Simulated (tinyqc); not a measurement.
# In-plane mass from two subband densities

Problem. At zero temperature each occupied subband holds N_k = D (EF - E_k), D = md m0 q/(pi hbar^2) per eV. Two subbands are occupied. Find md, EF - E1 and EF - E2.

Constants: q = 1.602176634e-19 C, hbar = 1.054571817e-34 J s, m0 = 9.1093837015e-31 kg. Results are converted to the units shown.

N1, N2 (cm^-2): [1.1611551e12, 1.8e11]
E2 - E1 = 34.9 meV

Answer. N1 - N2 = D (E2 - E1) gives D and so md; each N_k/D is a distance to EF.

md = 0.06730 m0
EF - E1 = 41.30 meV
EF - E2 = 6.403 meV

tinyqc, about 0.1 s, one thread, Intel Xeon 2.30GHz (shared host): `OMP_NUM_THREADS=1 python tinyqc.py 2140067 2140068 out.jsonl`
